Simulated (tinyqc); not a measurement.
RHF in the 3-21g basis, for H3+, spin multiplicity 1, step by step (part 1 of 2). Computed by tinyqc, a small Python program that keeps every step (integrals from PySCF). Settings: charge = 1, multiplicity = 1, basis = 3-21g, energy threshold = 1e-10, iteration cap = 71, orthogonalisation = symmetric, start = core, DIIS depth = 3, method = RHF. Command: `OMP_NUM_THREADS=1 python tinyqc.py 31524 31525 out.jsonl` (the two numbers bound the seeds that draw the settings). One thread of a shared host (Intel(R) Xeon(R) Processor @ 2.60GHz), about 0.04 s of CPU time with the checks. Later iterations appear only in the table of the cycle.

## One-electron integrals

Geometry (angstrom):

| atom | x | y | z |
|---|---|---|---|
| H | 0.000000 | 0.000000 | 0.000000 |
| H | 0.000000 | 0.000000 | 0.758000 |
| H | 0.000000 | 0.000000 | -0.758000 |

Basis 3-21g: exponents (1/bohr^2) and contraction coefficients of normalised primitives:

| element | l (shell) | exponent | coefficient |
|---|---|---|---|
| H | s (1) | 5.447178 | 0.156285 |
| H | s (1) | 0.824547 | 0.904691 |
| H | s (2) | 0.183192 | 1.000000 |

Overlap, kinetic and nuclear-attraction integrals over the contracted functions; the nuclear repulsion is the sum of Za Zb / Rab.

nuclear repulsion = 1.74530742 hartree

overlap S, lower triangle:
```
          1H 1s     1H 2s     2H 1s     2H 2s     3H 1s     3H 2s
1H 1s  1.000000
1H 2s  0.645899  1.000000
2H 1s  0.387497  0.473572  1.000000
2H 2s  0.473572  0.828667  0.645899  1.000000
3H 1s  0.387497  0.473572  0.028206  0.186816  1.000000
3H 2s  0.473572  0.828667  0.186816  0.471541  0.645899  1.000000
```

kinetic energy T (hartree), lower triangle:
```
          1H 1s     1H 2s      2H 1s     2H 2s     3H 1s     3H 2s
1H 1s  1.549405
1H 2s  0.293152  0.274788
2H 1s  0.188996  0.170331   1.549405
2H 2s  0.170331  0.199178   0.293152  0.274788
3H 1s  0.188996  0.170331  -0.045884  0.014611  1.549405
3H 2s  0.170331  0.199178   0.014611  0.064636  0.293152  0.274788
```

nuclear attraction V (hartree), lower triangle:
```
           1H 1s      1H 2s      2H 1s      2H 2s      3H 1s      3H 2s
1H 1s  -3.106553
1H 2s  -1.648560  -1.771889
2H 1s  -1.096992  -1.105470  -2.762797
2H 2s  -1.201735  -1.425145  -1.441060  -1.571554
3H 1s  -1.096992  -1.105470  -0.080191  -0.449058  -2.762797
3H 2s  -1.201735  -1.425145  -0.449058  -0.835519  -1.441060  -1.571554
```

core Hamiltonian H = T + V (hartree), lower triangle:
```
           1H 1s      1H 2s      2H 1s      2H 2s      3H 1s      3H 2s
1H 1s  -1.557149
1H 2s  -1.355408  -1.497101
2H 1s  -0.907997  -0.935140  -1.213392
2H 2s  -1.031404  -1.225968  -1.147908  -1.296766
3H 1s  -0.907997  -0.935140  -0.126075  -0.434447  -1.213392
3H 2s  -1.031404  -1.225968  -0.434447  -0.770883  -1.147908  -1.296766
```

## Two-electron integrals

Functions are numbered as in S; the eight-fold symmetry (ij|kl) = (ji|kl) = (kl|ij) leaves the list below.

Two-electron integrals (ij|kl) in chemists' order, unique and non-zero (hartree):
```
(11|11) 1.140145   (21|11) 0.611403   (21|21) 0.345152   (22|11) 0.626370
(22|21) 0.380329   (22|22) 0.482957   (31|11) 0.364413   (31|21) 0.206698
(31|22) 0.228552   (31|31) 0.157607   (32|11) 0.332474   (32|21) 0.200324
(32|22) 0.246855   (32|31) 0.160376   (32|32) 0.184944   (33|11) 0.663192
(33|21) 0.407770   (33|22) 0.515875   (33|31) 0.364413   (33|32) 0.441362
(33|33) 1.140145   (41|11) 0.441362   (41|21) 0.250043   (41|22) 0.277164
(41|31) 0.160376   (41|32) 0.158708   (41|33) 0.332474   (41|41) 0.184944
(42|11) 0.492894   (42|21) 0.301054   (42|22) 0.388020   (42|31) 0.199146
(42|32) 0.226383   (42|33) 0.492894   (42|41) 0.226383   (42|42) 0.331641
(43|11) 0.407770   (43|21) 0.250069   (43|22) 0.319845   (43|31) 0.206698
(43|32) 0.250043   (43|33) 0.611403   (43|41) 0.200324   (43|42) 0.301054
(43|43) 0.345152   (44|11) 0.515875   (44|21) 0.319845   (44|22) 0.428701
(44|31) 0.228552   (44|32) 0.277164   (44|33) 0.626370   (44|41) 0.246855
(44|42) 0.388020   (44|43) 0.380329   (44|44) 0.482957   (51|11) 0.364413
(51|21) 0.206698   (51|22) 0.228552   (51|31) 0.100154   (51|32) 0.094110
(51|33) 0.180557   (51|41) 0.140135   (51|42) 0.164849   (51|43) 0.115327
(51|44) 0.163548   (51|51) 0.157607   (52|11) 0.332474   (52|21) 0.200324
(52|22) 0.246855   (52|31) 0.094110   (52|32) 0.093285   (52|33) 0.180639
(52|41) 0.134430   (52|42) 0.173185   (52|43) 0.116061   (52|44) 0.171277
(52|51) 0.160376   (52|52) 0.184944   (53|11) 0.030212   (53|21) 0.016582
(53|22) 0.017413   (53|31) 0.009927   (53|32) 0.009255   (53|33) 0.018647
(53|41) 0.011988   (53|42) 0.013727   (53|43) 0.011415   (53|44) 0.014430
(53|51) 0.009927   (53|52) 0.009255   (53|53) 0.000811   (54|11) 0.144438
(54|21) 0.085460   (54|22) 0.101680   (54|31) 0.041471   (54|32) 0.040553
(54|33) 0.078617   (54|41) 0.057987   (54|42) 0.072789   (54|43) 0.050271
(54|44) 0.072580   (54|51) 0.065315   (54|52) 0.071876   (54|53) 0.003995
(54|54) 0.028545   (55|11) 0.663192   (55|21) 0.407770   (55|22) 0.515875
(55|31) 0.180557   (55|32) 0.180639   (55|33) 0.349006   (55|41) 0.267567
(55|42) 0.350181   (55|43) 0.225215   (55|44) 0.340405   (55|51) 0.364413
(55|52) 0.441362   (55|53) 0.018647   (55|54) 0.166332   (55|55) 1.140145
(61|11) 0.441362   (61|21) 0.250043   (61|22) 0.277164   (61|31) 0.140135
(61|32) 0.134430   (61|33) 0.267567   (61|41) 0.177534   (61|42) 0.212901
(61|43) 0.166657   (61|44) 0.221170   (61|51) 0.160376   (61|52) 0.158708
(61|53) 0.011988   (61|54) 0.066694   (61|55) 0.332474   (61|61) 0.184944
(62|11) 0.492894   (62|21) 0.301054   (62|22) 0.388020   (62|31) 0.164849
(62|32) 0.173185   (62|33) 0.350181   (62|41) 0.212901   (62|42) 0.294384
(62|43) 0.220916   (62|44) 0.311080   (62|51) 0.199146   (62|52) 0.226383
(62|53) 0.013727   (62|54) 0.090563   (62|55) 0.492894   (62|61) 0.226383
(62|62) 0.331641   (63|11) 0.144438   (63|21) 0.085460   (63|22) 0.101680
(63|31) 0.065315   (63|32) 0.071876   (63|33) 0.166332   (63|41) 0.066694
(63|42) 0.090563   (63|43) 0.095197   (63|44) 0.107368   (63|51) 0.041471
(63|52) 0.040553   (63|53) 0.003995   (63|54) 0.017657   (63|55) 0.078617
(63|61) 0.057987   (63|62) 0.072789   (63|63) 0.028545   (64|11) 0.295359
(64|21) 0.179341   (64|22) 0.227734   (64|31) 0.107772   (64|32) 0.116402
(64|33) 0.243256   (64|41) 0.130694   (64|42) 0.182968   (64|43) 0.150820
(64|44) 0.202150   (64|51) 0.107772   (64|52) 0.116402   (64|53) 0.008211
(64|54) 0.047946   (64|55) 0.243256   (64|61) 0.130694   (64|62) 0.182968
(64|63) 0.047946   (64|64) 0.107386   (65|11) 0.407770   (65|21) 0.250069
(65|22) 0.319845   (65|31) 0.115327   (65|32) 0.116061   (65|33) 0.225215
(65|41) 0.166657   (65|42) 0.220916   (65|43) 0.145093   (65|44) 0.217616
(65|51) 0.206698   (65|52) 0.250043   (65|53) 0.011415   (65|54) 0.095197
(65|55) 0.611403   (65|61) 0.200324   (65|62) 0.301054   (65|63) 0.050271
(65|64) 0.150820   (65|65) 0.345152   (66|11) 0.515875   (66|21) 0.319845
(66|22) 0.428701   (66|31) 0.163548   (66|32) 0.171277   (66|33) 0.340405
(66|41) 0.221170   (66|42) 0.311080   (66|43) 0.217616   (66|44) 0.320122
(66|51) 0.228552   (66|52) 0.277164   (66|53) 0.014430   (66|54) 0.107368
(66|55) 0.626370   (66|61) 0.246855   (66|62) 0.388020   (66|63) 0.072580
(66|64) 0.202150   (66|65) 0.380329   (66|66) 0.482957
```

## Orthogonalisation

S = U s U^T; symmetric (Loewdin) form X = U s^(-1/2) U^T, so that X^T S X = 1.

eigenvalues of S: 0.029706  0.240329  0.438739  0.555121  1.259924  3.476182

X, lower triangle:
```
           1H 1s      1H 2s      2H 1s     2H 2s      3H 1s     3H 2s
1H 1s   1.308620
1H 2s  -0.618072   3.877086
2H 1s  -0.153875  -0.028917   1.273013
2H 2s   0.121746  -1.668731  -0.454453  2.194645
3H 1s  -0.153875  -0.028917   0.057432  0.062872   1.273013
3H 2s   0.121746  -1.668731   0.062872  0.479484  -0.454453  2.194645
```

## Starting guess

The start is the orbitals of the core Hamiltonian; D = 2 C_occ C_occ^T.

D at the start, lower triangle:
```
           1H 1s      1H 2s      2H 1s      2H 2s      3H 1s     3H 2s
1H 1s   0.501725
1H 2s   0.423965   0.358256
2H 1s   0.222762   0.188237   0.098905
2H 2s  -0.053388  -0.045113  -0.023704   0.005681
3H 1s   0.222762   0.188237   0.098905  -0.023704   0.098905
3H 2s  -0.053388  -0.045113  -0.023704   0.005681  -0.023704  0.005681
```

## Iteration 1: building the Fock matrix

J_ij = sum D_kl (ij|kl), K_ij = sum D_kl (ik|jl); F = H + J - 0.5 K; E = tr D H + tr D J / 2 - 0.25 tr D K + E_nn.

Coulomb J (hartree), lower triangle:
```
          1H 1s     1H 2s     2H 1s     2H 2s     3H 1s     3H 2s
1H 1s  1.800737
1H 2s  1.020765  1.143073
2H 1s  0.624685  0.620417  1.308098
2H 2s  0.741216  0.910449  0.786211  0.982538
3H 1s  0.624685  0.620417  0.048879  0.260708  1.308098
3H 2s  0.741216  0.910449  0.260708  0.539006  0.786211  0.982538
```

exchange K (hartree), lower triangle:
```
          1H 1s     1H 2s     2H 1s     2H 2s     3H 1s     3H 2s
1H 1s  1.581701
1H 2s  1.149259  0.923008
2H 1s  0.782674  0.638825  0.641792
2H 2s  0.881405  0.717239  0.568206  0.589217
3H 1s  0.782674  0.638825  0.313600  0.434016  0.641792
3H 2s  0.881405  0.717239  0.434016  0.528968  0.568206  0.589217
```

Fock matrix F (hartree), lower triangle:
```
           1H 1s      1H 2s      2H 1s      2H 2s      3H 1s      3H 2s
1H 1s  -0.547262
1H 2s  -0.909272  -0.815532
2H 1s  -0.674649  -0.634136  -0.226190
2H 2s  -0.730891  -0.674139  -0.645800  -0.608836
3H 1s  -0.674649  -0.634136  -0.233996  -0.390747  -0.226190
3H 2s  -0.730891  -0.674139  -0.390747  -0.496361  -0.645800  -0.608836
```

total energy of this density = -1.16516684 hartree

## Iteration 1: diagonalisation and new density

Diagonalise F' = X^T F X, C = X C', fill 1 alpha and 1 beta electrons from the bottom; D = 2 C_occ C_occ^T. Each column has its largest component positive (the first on a tie).

F' = X^T F X (hartree), lower triangle:
```
           1          2          3          4          5         6
1   0.284564
2  -0.711990   0.200806
3  -0.487125  -0.166486   0.399054
4  -0.085273  -0.215890  -0.538816   0.027025
5  -0.487125  -0.166486   0.096840  -0.033683   0.399054
6  -0.085273  -0.215890  -0.033683  -0.096801  -0.538816  0.027025
```

orbital energies (hartree): MO1 -1.093516, MO2 -0.299928, MO3 0.064050, MO4 0.628809, MO5 0.725968, MO6 1.312145

coefficients C:
```
            MO1        MO2        MO3        MO4        MO5        MO6
1H 1s  0.376407   0.000000   0.242495  -0.679321   0.000000  -1.228632
1H 2s  0.441386   0.000000   3.102257   2.338987   0.000000   2.386447
2H 1s  0.221617   0.272176   0.028673  -0.599302  -0.893617   0.759687
2H 2s  0.011292   0.694054  -2.060820  -0.572157   1.059712  -1.370096
3H 1s  0.221617  -0.272176   0.028673  -0.599302   0.893617   0.759687
3H 2s  0.011292  -0.694054  -2.060820  -0.572157  -1.059712  -1.370096
```

D after iteration 1, lower triangle:
```
          1H 1s     1H 2s     2H 1s     2H 2s     3H 1s     3H 2s
1H 1s  0.283365
1H 2s  0.332282  0.389644
2H 1s  0.166836  0.195637  0.098228
2H 2s  0.008501  0.009968  0.005005  0.000255
3H 1s  0.166836  0.195637  0.098228  0.005005  0.098228
3H 2s  0.008501  0.009968  0.005005  0.000255  0.005005  0.000255
```

## Iteration 2: building the Fock matrix

As before.

Coulomb J (hartree), lower triangle:
```
          1H 1s     1H 2s     2H 1s     2H 2s     3H 1s     3H 2s
1H 1s  1.659174
1H 2s  0.956366  1.102562
2H 1s  0.587556  0.598134  1.273283
2H 2s  0.695525  0.881316  0.764719  0.959864
3H 1s  0.587556  0.598134  0.045331  0.249175  1.273283
3H 2s  0.695525  0.881316  0.249175  0.519903  0.764719  0.959864
```

exchange K (hartree), lower triangle:
```
          1H 1s     1H 2s     2H 1s     2H 2s     3H 1s     3H 2s
1H 1s  1.350638
1H 2s  1.072934  0.954286
2H 1s  0.726361  0.653256  0.659388
2H 2s  0.835494  0.754574  0.596834  0.635704
3H 1s  0.726361  0.653256  0.312206  0.446116  0.659388
3H 2s  0.835494  0.754574  0.446116  0.562211  0.596834  0.635704
```

Fock matrix F (hartree), lower triangle:
```
           1H 1s      1H 2s      2H 1s      2H 2s      3H 1s      3H 2s
1H 1s  -0.573293
1H 2s  -0.935509  -0.871682
2H 1s  -0.683621  -0.663634  -0.269803
2H 2s  -0.753626  -0.721939  -0.681606  -0.654754
3H 1s  -0.683621  -0.663634  -0.236848  -0.408330  -0.269803
3H 2s  -0.753626  -0.721939  -0.408330  -0.532085  -0.681606  -0.654754
```

total energy of this density = -1.21400152 hartree

## Iteration 2: DIIS over 2 matrices

error matrix X^T (FDS - SDF) X:
```
           1          2          3         4          5         6
1   0.000000   0.026933   0.011631  0.022517   0.011631  0.022517
2  -0.026933   0.000000  -0.006241  0.003797  -0.006241  0.003797
3  -0.011631   0.006241   0.000000  0.006858   0.000000  0.006858
4  -0.022517  -0.003797  -0.006858  0.000000  -0.006858  0.000000
5  -0.011631   0.006241   0.000000  0.006858   0.000000  0.006858
6  -0.022517  -0.003797  -0.006858  0.000000  -0.006858  0.000000
```

B (overlaps of the stored error matrices):
```
               1              2
1  2.9135655e-01  3.5245799e-02
2  3.5245799e-02  4.6097989e-03
```

Minimise |sum c_i e_i|^2 with sum c_i = 1: solve [B -1; -1 0][c; lambda] = [0; -1] with B_ij = tr e_i^T e_j, and take F = sum c_i F_i.

DIIS coefficients: -0.135873  1.135873

extrapolated F (hartree), lower triangle:
```
           1H 1s      1H 2s      2H 1s      2H 2s      3H 1s      3H 2s
1H 1s  -0.576830
1H 2s  -0.939074  -0.879312
2H 1s  -0.684840  -0.667642  -0.275729
2H 2s  -0.756715  -0.728433  -0.686471  -0.660993
3H 1s  -0.684840  -0.667642  -0.237235  -0.410719  -0.275729
3H 2s  -0.756715  -0.728433  -0.410719  -0.536939  -0.686471  -0.660993
```

## Iteration 2: diagonalisation and new density

As before.

F' = X^T F X (hartree), lower triangle:
```
           1          2          3          4          5         6
1   0.252416
2  -0.700299   0.158213
3  -0.471798  -0.176437   0.355478
4  -0.093019  -0.234428  -0.551446   0.009052
5  -0.471798  -0.176437   0.098744  -0.037007   0.355478
6  -0.093019  -0.234428  -0.037007  -0.105053  -0.551446  0.009052
```

orbital energies (hartree): MO1 -1.144369, MO2 -0.333939, MO3 0.058080, MO4 0.601017, MO5 0.704778, MO6 1.254123

coefficients C:
```
            MO1        MO2        MO3        MO4        MO5        MO6
1H 1s  0.360014   0.000000   0.263373  -0.696717   0.000000  -1.219470
1H 2s  0.430618   0.000000   3.082638   2.346246   0.000000   2.406625
2H 1s  0.218863   0.288672   0.017957  -0.593749  -0.888426   0.765155
2H 2s  0.029247   0.674318  -2.042213  -0.577944   1.072379  -1.395036
3H 1s  0.218863  -0.288672   0.017957  -0.593749   0.888426   0.765155
3H 2s  0.029247  -0.674318  -2.042213  -0.577944  -1.072379  -1.395036
```

D after iteration 2, lower triangle:
```
          1H 1s     1H 2s     2H 1s     2H 2s     3H 1s     3H 2s
1H 1s  0.259221
1H 2s  0.310057  0.370864
2H 1s  0.157588  0.188493  0.095802
2H 2s  0.021058  0.025188  0.012802  0.001711
3H 1s  0.157588  0.188493  0.095802  0.012802  0.095802
3H 2s  0.021058  0.025188  0.012802  0.001711  0.012802  0.001711
```

## Iteration 3: building the Fock matrix

As before.

Coulomb J (hartree), lower triangle:
```
          1H 1s     1H 2s     2H 1s     2H 2s     3H 1s     3H 2s
1H 1s  1.638121
1H 2s  0.946495  1.095968
2H 1s  0.581702  0.594308  1.266501
2H 2s  0.688493  0.876518  0.760807  0.955988
3H 1s  0.581702  0.594308  0.044795  0.247278  1.266501
3H 2s  0.688493  0.876518  0.247278  0.516794  0.760807  0.955988
```

exchange K (hartree), lower triangle:
```
          1H 1s     1H 2s     2H 1s     2H 2s     3H 1s     3H 2s
1H 1s  1.316633
1H 2s  1.059888  0.957191
2H 1s  0.716001  0.653266  0.658579
2H 2s  0.827404  0.759067  0.599315  0.642151
3H 1s  0.716001  0.653266  0.310744  0.446647  0.658579
3H 2s  0.827404  0.759067  0.446647  0.566563  0.599315  0.642151
```

Fock matrix F (hartree), lower triangle:
```
           1H 1s      1H 2s      2H 1s      2H 2s      3H 1s      3H 2s
1H 1s  -0.577344
1H 2s  -0.938857  -0.879728
2H 1s  -0.684295  -0.667464  -0.276181
2H 2s  -0.756613  -0.728982  -0.686759  -0.661853
3H 1s  -0.684295  -0.667464  -0.236652  -0.410492  -0.276181
3H 2s  -0.756613  -0.728982  -0.410492  -0.537370  -0.686759  -0.661853
```

total energy of this density = -1.21488822 hartree

## Iteration 3: DIIS over 3 matrices

error matrix X^T (FDS - SDF) X:
```
           1          2          3         4          5         6
1   0.000000  -0.000455  -0.000445  0.000769  -0.000445  0.000769
2   0.000455   0.000000  -0.000130  0.001033  -0.000130  0.001033
3   0.000445   0.000130   0.000000  0.000790   0.000000  0.000790
4  -0.000769  -0.001033  -0.000790  0.000000  -0.000790  0.000000
5   0.000445   0.000130   0.000000  0.000790   0.000000  0.000790
6  -0.000769  -0.001033  -0.000790  0.000000  -0.000790  0.000000
```

B (overlaps of the stored error matrices), lower triangle:
```
               1              2              3
1  2.9135655e-01
2  3.5245799e-02  4.6097989e-03
3  1.7298030e-04  8.6260175e-05  1.2896461e-05
```

As before.

DIIS coefficients: 0.026450  -0.224507  1.198057

extrapolated F (hartree), lower triangle:
```
           1H 1s      1H 2s      2H 1s      2H 2s      3H 1s      3H 2s
1H 1s  -0.577458
1H 2s  -0.938826  -0.879836
2H 1s  -0.684191  -0.667442  -0.276290
2H 2s  -0.756604  -0.729113  -0.686832  -0.662045
3H 1s  -0.684191  -0.667442  -0.236538  -0.410455  -0.276290
3H 2s  -0.756604  -0.729113  -0.410455  -0.537472  -0.686832  -0.662045
```

## Iteration 3: diagonalisation and new density

As before.

F' = X^T F X (hartree), lower triangle:
```
           1          2          3          4          5         6
1   0.250536
2  -0.699290   0.158062
3  -0.470864  -0.175855   0.354625
4  -0.093096  -0.234790  -0.551630   0.007887
5  -0.470864  -0.175855   0.099104  -0.036973   0.354625
6  -0.093096  -0.234790  -0.036973  -0.105463  -0.551630  0.007887
```

orbital energies (hartree): MO1 -1.144215, MO2 -0.335107, MO3 0.057181, MO4 0.599746, MO5 0.703978, MO6 1.252038

coefficients C:
```
            MO1        MO2        MO3        MO4        MO5        MO6
1H 1s  0.360136   0.000000   0.265053  -0.697167   0.000000  -1.218813
1H 2s  0.427316   0.000000   3.079907   2.348560   0.000000   2.408454
2H 1s  0.218402   0.288892   0.017783  -0.593475  -0.888354   0.765503
2H 2s  0.031558   0.674052  -2.040738  -0.579463   1.072545  -1.396513
3H 1s  0.218402  -0.288892   0.017783  -0.593475   0.888354   0.765503
3H 2s  0.031558  -0.674052  -2.040738  -0.579463  -1.072545  -1.396513
```

D after iteration 3, lower triangle:
```
          1H 1s     1H 2s     2H 1s     2H 2s     3H 1s     3H 2s
1H 1s  0.259396
1H 2s  0.307784  0.365198
2H 1s  0.157309  0.186653  0.095399
2H 2s  0.022730  0.026970  0.013785  0.001992
3H 1s  0.157309  0.186653  0.095399  0.013785  0.095399
3H 2s  0.022730  0.026970  0.013785  0.001992  0.013785  0.001992
```

## Iteration 7 (converged): orbitals

converged F (hartree), lower triangle:
```
           1H 1s      1H 2s      2H 1s      2H 2s      3H 1s      3H 2s
1H 1s  -0.577520
1H 2s  -0.938974  -0.879957
2H 1s  -0.684301  -0.667543  -0.276353
2H 2s  -0.756746  -0.729219  -0.686923  -0.662133
3H 1s  -0.684301  -0.667543  -0.236609  -0.410540  -0.276353
3H 2s  -0.756746  -0.729219  -0.410540  -0.537562  -0.686923  -0.662133
```

As before.

F' = X^T F X (hartree), lower triangle:
```
           1          2          3          4          5         6
1   0.250615
2  -0.699344   0.158088
3  -0.470927  -0.175873   0.354625
4  -0.093183  -0.234807  -0.551678   0.007885
5  -0.470927  -0.175873   0.099083  -0.037000   0.354625
6  -0.093183  -0.234807  -0.037000  -0.105485  -0.551678  0.007885
```

orbital energies (hartree): MO1 -1.144392, MO2 -0.335108, MO3 0.057271, MO4 0.599802, MO5 0.704020, MO6 1.252130

coefficients C:
```
            MO1        MO2        MO3        MO4        MO5        MO6
1H 1s  0.360145   0.000000   0.264944  -0.697135   0.000000  -1.218853
1H 2s  0.427120   0.000000   3.080264   2.348177   0.000000   2.408405
2H 1s  0.218410   0.288893   0.017772  -0.593504  -0.888353   0.765479
2H 2s  0.031667   0.674050  -2.040859  -0.579211   1.072547  -1.396439
3H 1s  0.218410  -0.288893   0.017772  -0.593504   0.888353   0.765479
3H 2s  0.031667  -0.674050  -2.040859  -0.579211  -1.072547  -1.396439
```

D after iteration 7, lower triangle:
```
          1H 1s     1H 2s     2H 1s     2H 2s     3H 1s     3H 2s
1H 1s  0.259409
1H 2s  0.307650  0.364862
2H 1s  0.157318  0.186574  0.095406
2H 2s  0.022809  0.027051  0.013833  0.002006
3H 1s  0.157318  0.186574  0.095406  0.013833  0.095406
3H 2s  0.022809  0.027051  0.013833  0.002006  0.013833  0.002006
```
